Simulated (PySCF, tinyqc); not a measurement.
Inside a calculation. Method: G0W0 on RHF in the 6-31g basis, for H3+, spin multiplicity 1. The lowest restricted solution is unstable here: a spin-polarised one lies 0.0007 hartree lower (PySCF). One step of it, computed by the program tinyqc.

Task: Screening: direct RPA. With D = e_a - e_i and K = (ia|jb): diagonalise D^(1/2) (D + 4K) D^(1/2) = Z w^2 Z^T; X + Y = D^(1/2) Z w^(-1/2), each column of Z with its largest component positive (the first on a tie); E_c = (sum w - tr (D + 2K)) / 2.

orbital energies (hartree): MO1 -0.913656, MO2 -0.381218, MO3 -0.097096, MO4 0.597989, MO5 0.666961, MO6 0.785367

Two-electron integrals over orbitals (pq|rs), unique and non-zero (hartree):
```
(11|11) 0.518707    (21|11) -0.007834   (21|21) 0.118810    (22|11) 0.416245
(22|21) 0.009610    (22|22) 0.433363    (31|11) 0.071207    (31|21) 0.001676
(31|22) -0.022830   (31|31) 0.082086    (32|11) 0.003007    (32|21) -0.089250
(32|22) -0.008000   (32|31) -0.004274   (32|32) 0.088765    (33|11) 0.406192
(33|21) -0.007747   (33|22) 0.360470    (33|31) 0.035295    (33|32) 0.006000
(33|33) 0.362219    (41|11) 0.065026    (41|21) -0.001471   (41|22) 0.074739
(41|31) -0.011378   (41|32) 0.000542    (41|33) 0.040166    (41|41) 0.049474
(42|11) -0.000553   (42|21) 0.069335    (42|22) 0.010264    (42|31) 0.000362
(42|32) -0.048276   (42|33) -0.000940   (42|41) 0.001948    (42|42) 0.076212
(43|11) -0.045170   (43|21) -0.000213   (43|22) -0.050380   (43|31) 0.003054
(43|32) -0.000050   (43|33) -0.028705   (43|41) -0.025165   (43|42) -0.001543
(43|43) 0.029859    (44|11) 0.415056    (44|21) 0.004692    (44|22) 0.417940
(44|31) -0.012823   (44|32) -0.003851   (44|33) 0.350335    (44|41) 0.078410
(44|42) 0.008822    (44|43) -0.057032   (44|44) 0.429434    (51|11) 0.013164
(51|21) -0.051748   (51|22) -0.001421   (51|31) 0.004496    (51|32) 0.035150
(51|33) 0.008297    (51|41) 0.003186    (51|42) -0.056918   (51|43) 0.000589
(51|44) 0.000088    (51|51) 0.044717    (52|11) -0.089134   (52|21) -0.005030
(52|22) -0.100538   (52|31) 0.014770    (52|32) 0.002740    (52|33) -0.050985
(52|41) -0.058526   (52|42) -0.008751   (52|43) 0.041123    (52|44) -0.112218
(52|51) 0.002339    (52|52) 0.081564    (53|11) 0.008758    (53|21) 0.020812
(53|22) 0.004774    (53|31) 0.004934    (53|32) -0.005686   (53|33) 0.005342
(53|41) 0.001824    (53|42) 0.037678    (53|43) 0.001187    (53|44) 0.004959
(53|51) -0.026332   (53|52) -0.004340   (53|53) 0.028744    (54|11) 0.008872
(54|21) -0.142406   (54|22) -0.016874   (54|31) 0.001706    (54|32) 0.114946
(54|33) 0.008903    (54|41) -0.001959   (54|42) -0.099565   (54|43) 0.001417
(54|44) -0.011696   (54|51) 0.074359    (54|52) 0.010885    (54|53) -0.031949
(54|54) 0.198300    (55|11) 0.393829    (55|21) 0.007570    (55|22) 0.415942
(55|31) -0.025478   (55|32) -0.007071   (55|33) 0.341760    (55|41) 0.082526
(55|42) 0.011545    (55|43) -0.055246   (55|44) 0.422435    (55|51) -0.002615
(55|52) -0.111266   (55|53) 0.004136    (55|54) -0.017328   (55|55) 0.424084
(61|11) -0.075691   (61|21) -0.004718   (61|22) 0.002832    (61|31) -0.062821
(61|32) 0.006553    (61|33) -0.043943   (61|41) -0.005164   (61|42) -0.005900
(61|43) -0.017627   (61|44) 0.002879    (61|51) -0.004596   (61|52) -0.009450
(61|53) -0.011429   (61|54) 0.005677    (61|55) 0.009732    (61|61) 0.093276
(62|11) -0.007738   (62|21) 0.039349    (62|22) -0.007702   (62|31) 0.005695
(62|32) -0.025311   (62|33) -0.005432   (62|41) -0.006588   (62|42) 0.033405
(62|43) 0.004878    (62|44) -0.009774   (62|51) -0.024655   (62|52) 0.005953
(62|53) 0.018342    (62|54) -0.051605   (62|55) -0.009817   (62|61) -0.007460
(62|62) 0.021737    (63|11) -0.119298   (63|21) 0.007486    (63|22) -0.058094
(63|31) -0.042785   (63|32) -0.002256   (63|33) -0.066078   (63|41) -0.033859
(63|42) 0.006013    (63|43) 0.007889    (63|44) -0.062923   (63|51) -0.013670
(63|52) 0.034698    (63|53) -0.003491   (63|54) -0.009640   (63|55) -0.054163
(63|61) 0.068184    (63|62) 0.004726    (63|63) 0.080113    (64|11) -0.015619
(64|21) -0.015280   (64|22) 0.036110    (64|31) -0.047970   (64|32) 0.014015
(64|33) -0.004633   (64|41) 0.024875    (64|42) -0.009806   (64|43) -0.011581
(64|44) 0.035626    (64|51) 0.006156    (64|52) -0.030357   (64|53) -0.006039
(64|54) 0.017760    (64|55) 0.045272    (64|61) 0.036057    (64|62) -0.011294
(64|63) 0.012695    (64|64) 0.042921    (65|11) -0.011050   (65|21) -0.050819
(65|22) 0.003961    (65|31) -0.020455   (65|32) 0.046652    (65|33) -0.003791
(65|41) 0.005155    (65|42) -0.039667   (65|43) -0.004148   (65|44) 0.005891
(65|51) 0.029012    (65|52) -0.005464   (65|53) -0.012087   (65|54) 0.072525
(65|55) 0.006436    (65|61) 0.022557    (65|62) -0.018981   (65|63) 0.008189
(65|64) 0.022279    (65|65) 0.037617    (66|11) 0.524161    (66|21) -0.020007
(66|22) 0.364100    (66|31) 0.125654    (66|32) 0.011437    (66|33) 0.414714
(66|41) 0.056615    (66|42) -0.010999   (66|43) -0.028573   (66|44) 0.373209
(66|51) 0.026607    (66|52) -0.062024   (66|53) 0.010954    (66|54) 0.029744
(66|55) 0.347897    (66|61) -0.143176   (66|62) -0.006149   (66|63) -0.156343
(66|64) -0.056029   (66|65) -0.022438   (66|66) 0.630869
```

Give: D^(1/2) (D + 4K) D^(1/2); excitation energies w; X + Y; RPA correlation energy.

Result:

D^(1/2) (D + 4K) D^(1/2) (hartree^2), lower triangle:
```
        1>2     1>3     1>4     1>5    1>6
1>2   0.537
1>3   0.004   0.935
1>4  -0.005  -0.051   2.584
1>5  -0.190   0.020   0.020   2.781
1>6  -0.018  -0.296  -0.033  -0.030  3.521
```

excitation energies w (hartree): 0.721  0.948  1.607  1.673  1.886

X + Y:
```
          1       2       3       4       5
1>2   0.856   0.008   0.003  -0.047  -0.002
1>3  -0.011   0.921  -0.025   0.001  -0.074
1>4   0.002   0.041   0.965   0.082  -0.026
1>5   0.124  -0.011  -0.087   0.964  -0.038
1>6   0.009   0.151   0.022   0.044   0.942
```

RPA correlation energy = -0.04072 hartree
